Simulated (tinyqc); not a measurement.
On-chip power grid, static voltage drop by conjugate gradients: one step of the calculation.

A grid of 3 rows and 4 columns, node k = 4 row + column. Neighbours in a row are joined by Rx, in a column by Ry; pad nodes, which reach the supply through Rp: 0. Each node draws I0, node 8 draws kh I0. The drops u = Vdd - V solve G u = i, with G the conductance matrix (1/Rp added on the diagonal at pad nodes).

Question. Diagonal of G, loads and first direction. G_kk = sum of the conductances at node k. Start u = 0, so the residual is r = i; z = r/G_kk (Jacobi preconditioner), p = z.

Parameters, values chosen for the exercise:
```
symbol  value  unit                                   meaning
Rx       0.52   ohm        resistance of a horizontal segment
Ry       0.36   ohm          resistance of a vertical segment
Rp      0.068   ohm  resistance from a pad node to the supply
I0          2    mA          load current of an ordinary node
kh          3              factor on the load at the hot node
```

Wanted: G_kk; r at the start; p at the start.

Answer.

G_kk (S):
```
        col 0   col 1   col 2   col 3
row 0  19.407  6.6239  6.6239  4.7009
row 1  7.4786  9.4017  9.4017  7.4786
row 2  4.7009  6.6239  6.6239  4.7009
```

r at the start (mA):
```
        col 0   col 1   col 2   col 3
row 0  2.0000  2.0000  2.0000  2.0000
row 1  2.0000  2.0000  2.0000  2.0000
row 2  6.0000  2.0000  2.0000  2.0000
```

p at the start (mV):
```
         col 0    col 1    col 2    col 3
row 0  0.10306  0.30194  0.30194  0.42545
row 1  0.26743  0.21273  0.21273  0.26743
row 2   1.2764  0.30194  0.30194  0.42545
```

Program tinyqc, `OMP_NUM_THREADS=1 python tinyqc.py 2770121 2770122 out.jsonl`; Intel Xeon 2.30GHz, shared host, one thread, about 0.3 s.
